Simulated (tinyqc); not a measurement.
# Off-state leakage of single and stacked transistors: effects of single changes

n-channel devices of unit width. Subthreshold current I(Vg, Vs, Vd) = I0 (T/300 K)^0.5 exp[(Vg - Vs - VT(T) - gb (Vs - Vb) + dd (Vd - Vs))/(nf Vt)] (1 - exp(-(Vd - Vs)/Vt)), VT(T) = VT - cT (T - 300 K). Gate-edge tunnelling Ig (Vd/1 V) exp(ag (Vd - 1 V)), for a gate at 0 V, and band-to-band leakage Ab u exp(-Bb/u), u = Vd - Vb + 1 V, flow at a drain held at V; both are taken as independent of T. In a stack of off transistors (all gates at 0 V) the same subthreshold current passes through each.

Values chosen for this exercise; values of the order met in bulk silicon logic transistors:
- T = 358 K (temperature)
- V = 0.7 V (supply voltage)
- VT = 0.44 V (threshold at 300 K, zero drain and body bias)
- cT = 0.6 mV/K (fall of the threshold with temperature)
- I0 = 0.92 uA/um (current at threshold at 300 K)
- nf = 1.24 (slope factor)
- dd = 0.15 (drain-induced lowering per volt)
- gb = 0.16 (rise of the threshold per volt of source-body bias)
- Ig = 0.0002 uA/um (gate-edge tunnelling current at 1 V)
- ag = 5 1/V (exponential slope of the gate current)
- Ab = 30 uA/(um V) (prefactor of band-to-band leakage at the drain)
- Bb = 27 V (its exponential voltage)
- Vb = -0.6 V (body voltage)

Constants: q = 1.602176634e-19 C, kB = 1.380649e-23 J/K, Vt = kB T/q. Results are converted to the units shown.

Each table varies one quantity; the others keep the values above.

## Subthreshold current against the height of the stack

All n gates at 0 V, bottom source at 0 V, top drain at V; node voltages follow from equal currents.

Results:

| n | I (nA/um) | reduction factor | drain voltage of the bottom device (mV) | source voltage of the top device (mV) | voltage across the top device (V) |
|---|---|---|---|---|---|
| 1 | 0.03193 | 1.000 | 700.0 | 0 | 0.7000 |
| 2 | 0.002500 | 12.77 | 74.38 | 74.38 | 0.6256 |
| 4 | 7.855e-4 | 40.65 | 13.89 | 108.2 | 0.5918 |
| 5 | 5.817e-4 | 54.89 | 9.827 | 117.0 | 0.5830 |
| 6 | 4.613e-4 | 69.20 | 7.597 | 123.7 | 0.5763 |

Estimate the missing row, n = 3.

Computed row:

| n | I (nA/um) | reduction factor | drain voltage of the bottom device (mV) | source voltage of the top device (mV) | voltage across the top device (V) |
|---|---|---|---|---|---|
| 3 | 0.001203 | 26.54 | 23.59 | 95.74 | 0.6043 |

With this row back in the table: The second transistor cuts the current by a factor of 12.8, the third by a further 2.08 and the sixth by 1.26. The top device keeps 82.3 % of the supply at n = 6, while the drain voltage of the bottom one falls to 0.246 Vt.

## Leakage components against the body voltage

Same model as above.

One transistor with Vg = Vs = 0, Vd = V; stack factor I(one)/I(two in series).

The same in every row: gate edge (nA/um) = 0.03124; stack factor = 12.77.

Leakage components against the body voltage:

| Vb (V) | subthreshold (nA/um) | band-to-band (nA/um) | total (nA/um) | largest part |
|---|---|---|---|---|
| 0.2 | 0.9064 | 6.853e-4 | 0.9383 | subthreshold |
| 0 | 0.3927 | 0.006456 | 0.4304 | subthreshold |
| -0.2 | 0.1701 | 0.03840 | 0.2397 | subthreshold |
| -0.4 | 0.07370 | 0.1643 | 0.2692 | band-to-band |
| -0.6 | 0.03193 | 0.5503 | 0.6135 | band-to-band |
| -0.8 | 0.01383 | 1.530 | 1.575 | band-to-band |
| -1 | 0.005992 | 3.677 | 3.715 | band-to-band |
| -1.2 | 0.002596 | 7.872 | 7.906 | band-to-band |
| -1.4 | 0.001125 | 15.34 | 15.38 | band-to-band |

As Vb goes from 0.2 to -1.4, the total leakage goes from 0.938 through a minimum of 0.240 (at Vb = -0.2 among the rows listed) to 15.4 nA/um. The subthreshold part leads at Vb = 0.2, the band-to-band part from -0.4 on. The exact minimum lies at Vb = -0.277 V: reverse body bias lowers the subthreshold part by a decade every nf Vt ln 10/gb = 0.551 V but raises the band-to-band part. The reduction by a stack of two stays at 12.8, for the subthreshold part alone. For Vb = 0.2 the body is forward biased; the junction current, left out, is still small at this voltage.

Computed by the program tinyqc: `OMP_NUM_THREADS=1 python tinyqc.py 2242064 2242065 out.jsonl`, one thread of a shared Intel Xeon 2.30GHz, about 0.03 s for the whole run.
